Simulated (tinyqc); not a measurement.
G0W0 on RHF in the 6-31g basis, for H3+, spin multiplicity 1, step by step. One step of it, computed by the program tinyqc.

Task: Iteration 6 (converged): orbitals. Diagonalise F' = X^T F X, C = X C', fill 1 alpha and 1 beta electrons from the bottom; D = 2 C_occ C_occ^T. Each column has its largest component positive (the first on a tie).

converged F (hartree), lower triangle:
```
,1H 1s,1H 2s,2H 1s,2H 2s,3H 1s,3H 2s
1H 1s,-0.557961
1H 2s,-0.829458,-0.775459
2H 1s,-0.757838,-0.751967,-0.557961
2H 2s,-0.751967,-0.754781,-0.829458,-0.775459
3H 1s,-0.705563,-0.716694,-0.705563,-0.716694,-0.518535
3H 2s,-0.729943,-0.741492,-0.729943,-0.741492,-0.802005,-0.759861
```

X, lower triangle:
```
,1H 1s,1H 2s,2H 1s,2H 2s,3H 1s,3H 2s
1H 1s,1.287598
1H 2s,-0.509947,2.108284
2H 1s,-0.132215,0.048532,1.287598
2H 2s,0.048532,-0.695438,-0.509947,2.108284
3H 1s,-0.092061,0.036631,-0.092061,0.036631,1.277218
3H 2s,0.040539,-0.585563,0.040539,-0.585563,-0.506621,2.014361
```

Give: F' = X^T F X; orbital energies; coefficients C; D after iteration 6.

Result:

F' = X^T F X (hartree), lower triangle:
```
,1,2,3,4,5,6
1,0.1105
2,-0.5534,-0.0099
3,-0.4088,-0.0946,0.1105
4,-0.0946,-0.1524,-0.5534,-0.0099
5,-0.3394,-0.0991,-0.3394,-0.0991,0.1085
6,-0.1000,-0.1474,-0.1000,-0.1474,-0.5469,-0.0154
```

orbital energies (hartree): MO1 -1.2255, MO2 -0.1925, MO3 -0.1650, MO4 0.2997, MO5 0.7508, MO6 0.8269

coefficients C:
```
,MO1,MO2,MO3,MO4,MO5,MO6
1H 1s,0.3300,-0.1502,0.2310,0.5920,0.5496,-1.0538
1H 2s,0.1140,-0.7120,1.4269,-0.5683,-0.7784,1.4319
2H 1s,0.3300,-0.1502,-0.2310,0.5920,0.5496,1.0538
2H 2s,0.1140,-0.7120,-1.4269,-0.5683,-0.7784,-1.4319
3H 1s,0.3143,0.2881,0.0000,0.5598,-1.1885,0.0000
3H 2s,0.1133,1.4699,0.0000,-0.4443,1.6225,0.0000
```

D after iteration 6, lower triangle:
```
,1H 1s,1H 2s,2H 1s,2H 2s,3H 1s,3H 2s
1H 1s,0.2179
1H 2s,0.0753,0.0260
2H 1s,0.2179,0.0753,0.2179
2H 2s,0.0753,0.0260,0.0753,0.0260
3H 1s,0.2074,0.0717,0.2074,0.0717,0.1975
3H 2s,0.0748,0.0258,0.0748,0.0258,0.0712,0.0257
```
